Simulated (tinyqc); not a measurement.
Arrhenius fit: deep-level transient spectroscopy (DLTS) of one majority-carrier trap. Computed by tinyqc, a small Python program. Command: `OMP_NUM_THREADS=1 python tinyqc.py 3007440 3007441 out.jsonl dlts walk`. One thread of a shared host (Intel(R) Xeon(R) Processor @ 2.30GHz), about 0.05 s of CPU time with the checks.

A filling pulse loads the traps in a one-sided junction; under reverse bias they empty at the rate e, and the capacitance relaxes as C(t) = C_0 - dC exp(-e t). The signal is S = [C(t_2) - C(t_1)]/dC.

Inputs (values chosen for the exercise, with mass and screening modelled on InP):
```
quantity                    value  unit
density-of-states mass m   0.0767   m_0
valleys M                       1     -
trap depth E_t              0.482    eV
cross-section sigma_0     1.6e-17  cm^2
degeneracy ratio g            0.5     -
gate time t_1               0.004     s
ratio t_2/t_1                   2     -
dielectric constant eps      12.8     -
mean field F                24000  V/cm
```

Carriers: electrons. Extra term: Poole-Frenkel lowering.

Constants: k_B = 8.617333262e-05 eV/K; k_B = 1.380649e-23 J/K; m_0 = 9.1093837015e-31 kg; h = 6.62607015e-34 J s; e = 1.602176634e-19 C; eps_0 = 8.8541878128e-12 F/m.

Method:
- e = g sigma v N_b exp(-E/k_B T), v = sqrt(3 k_B T/m), N_b = 2 M (2 pi m k_B T/h^2)^(3/2), sigma = sigma_0, E = E_t - dE with the one-dimensional Poole-Frenkel lowering dE = sqrt(e^3 F/(pi eps eps_0)), F being held as an input apart from the bias (the centre is charged when empty).
- S(e) = exp(-e t_1) - exp(-e t_2) peaks at the rate window e_0 = ln(t_2/t_1)/(t_2 - t_1).
- t_1 is scaled by 0.1, 0.3, 1, 3, 10 and 30 at fixed t_2/t_1; each T_p by bisection.
- Least squares of ln(e_0/T_p^2) on 1/(k_B T_p): slope -E_a, intercept ln(gamma sigma_a) with gamma = v N_b/T^2 = sqrt(3 k_B/m) 2 M (2 pi m k_B/h^2)^(3/2). For comparison, the slope of ln e_0 alone.

Arrhenius data:
```
t_1 (s)  e_0 (1/s)  T_p (K)  1/(k_B T_p) (1/eV)  ln(e_0/T_p^2)
0.0004     1732.87  425.505             27.2723       -4.64902
0.0012      577.62  394.900             29.3860       -5.59834
0.0040      173.29  365.779             31.7255       -6.64911
0.0120       57.76  342.527             33.8791       -7.61637
0.0400       17.33  320.058             36.2576       -8.68464
0.1200        5.78  301.863             38.4430       -9.66619
```

apparent depth E_a = 0.44914 eV

intercept = 7.6000

gamma = 2.4977e+20 cm^-2 s^-1 K^-2

apparent cross-section = 8.0000e-18 cm^2

slope without T^2 = 0.51049 eV

What does the comparison show, and why?

The apparent depth is 0.4491 eV against E_t = 0.482 eV, and the apparent cross-section is 0.500 times sigma_0 (the degeneracy ratio): the field lowers the slope, so the depth must be extrapolated to zero field against sqrt(F). Leaving out the T^2 factor overstates the slope by 61 meV, about 2 k_B T_p.

Extremes, crossings and ranges named in words are read from the listed rows.
